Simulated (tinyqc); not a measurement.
# IGBT as a p-i-n diode in series with a MOS channel, on-state and switching loss: what changes with what

High injection (n = p) in a drift layer from x = -W/2 (anode) to +W/2 (cathode side), recombination only in the layer with lifetime tau, ideal emitters. The channel feeds the cathode side and carries the whole current. Auger recombination, carrier-carrier scattering, emitter losses and the carrier dip under the p body are left out.

Values chosen for this exercise; material values close to those of silicon:

| symbol | value | unit | meaning |
|---|---|---|---|
| T | 300 | K | temperature |
| Eg | 1.13 | eV | band gap |
| Nc | 2.81e19 | cm^-3 | conduction-band density of states at T |
| Nv | 2.68e19 | cm^-3 | valence-band density of states at T |
| mn | 1400 | cm^2/(V s) | electron mobility |
| mp | 480 | cm^2/(V s) | hole mobility |
| W | 200 | um | width of the drift layer |
| Nd | 3.5e13 | cm^-3 | doping of the drift layer |
| tau | 6.2 | us | high-injection lifetime |
| J | 50 | A/cm^2 | current density |
| Rch | 0.87 | mohm cm^2 | channel and accumulation resistance |
| Vdc | 1200 | V | link voltage |
| ks | 0.07 |  | turn-off energy per stored charge and link voltage |
| f | 5 | kHz | switching frequency |

Constants: q = 1.602176634e-19 C, kB = 1.380649e-23 J/K, Vt = kB T/q. Results are converted to the units shown.

Each table varies one quantity; the others keep the values above.

## Effect of the switching frequency

b = mn/mp, B = (b - 1)/(b + 1), La = sqrt(2 Vt mn mp tau/(mn + mp)), y = W/(2 La). n(x) = (tau J/(2 q La))[cosh(x/La)/sinh y - B sinh(x/La)/cosh y]. Vm = Vt [(8 b/(b + 1)^2)(sinh y/s) arctan(s sinh y) + B ln((1 + B tanh^2 y)/(1 - B tanh^2 y))], s = sqrt(1 - B^2 tanh^2 y); Vj = Vt ln(n(-W/2) n(W/2)/ni^2), ni = sqrt(Nc Nv) exp(-Eg/(2 Vt)), Eg in volts; Vc = J Rch; Von = Vm + Vj + Vc. Stored charge tau J, turn-off energy Eoff = ks tau J Vdc, loss at half duty 0.5 J Von + f Eoff. A unipolar device on the same layer has Vu = J (W/(q mn Nd) + Rch).

The same in every row: y = 0.9342; Von (V) = 0.9347; Vu (V) = 127.4; Eoff (mJ/cm^2) = 26.04.

Effect of the switching frequency:

| f (kHz) | total loss (W/cm^2) |
|---|---|
| 0.3 | 31.18 |
| 0.64 | 40.03 |
| 1.4 | 59.82 |
| 2.9 | 98.88 |
| 6.2 | 184.8 |
| 13 | 361.9 |
| 28 | 752.5 |
| 60 | 1586 |

As f goes from 0.3 to 60 kHz, Von stays at 0.935 V, Eoff stays at 26.0 mJ/cm^2 and the total loss rises from 31.2 to 1590 W/cm^2. Von is below Vu in 8 of the 8 rows.

## Effect of the channel and accumulation resistance

Same model as above.

The same in every row: y = 0.9342; Eoff (mJ/cm^2) = 26.04.

Effect of the channel and accumulation resistance:

| Rch (mohm cm^2) | Von (V) | Vu (V) | total loss (W/cm^2) |
|---|---|---|---|
| 0.2 | 0.9012 | 127.4 | 152.7 |
| 0.4 | 0.9112 | 127.4 | 153.0 |
| 0.78 | 0.9302 | 127.4 | 153.5 |
| 1.5 | 0.9662 | 127.5 | 154.4 |
| 3.1 | 1.046 | 127.5 | 156.4 |
| 6.1 | 1.196 | 127.7 | 160.1 |
| 12 | 1.491 | 128.0 | 167.5 |

As Rch goes from 0.2 to 12 mohm cm^2, Von rises from 0.901 to 1.49 V, Eoff stays at 26.0 mJ/cm^2 and the total loss rises from 153 to 167 W/cm^2. Von is below Vu in 7 of the 7 rows.

## Effect of the width of the drift layer

Same model as above.

The same in every row: Eoff (mJ/cm^2) = 26.040.

Effect of the width of the drift layer:

| W (um) | y | Von (V) | Vu (V) | total loss (W/cm^2) |
|---|---|---|---|---|
| 80 | 0.37368 | 0.93818 | 50.995 | 153.65 |
| 100 | 0.46710 | 0.93165 | 63.732 | 153.49 |
| 140 | 0.65393 | 0.92711 | 89.208 | 153.38 |
| 180 | 0.84077 | 0.93058 | 114.68 | 153.46 |
| 230 | 1.0743 | 0.94369 | 146.53 | 153.79 |
| 310 | 1.4480 | 0.98351 | 197.48 | 154.79 |
| 400 | 1.8684 | 1.0594 | 254.80 | 156.68 |

What does the comparison show?

As W goes from 80 to 400 um, Von goes from 0.938 through a minimum of 0.927 (at W = 140 um among the rows listed) to 1.06 V, Eoff stays at 26.0 mJ/cm^2 and the total loss goes from 154 through a minimum of 153 (at W = 140 um among the rows listed) to 157 W/cm^2. Von is below Vu in 7 of the 7 rows. For W = 80 to 100 um the density at the anode passes 2e17 cm^-3, where Auger recombination and emitter losses matter.

Program tinyqc, `OMP_NUM_THREADS=1 python tinyqc.py 2590108 2590109 out.jsonl`; Intel Xeon 2.30GHz, shared host, one thread, about 0.01 s.
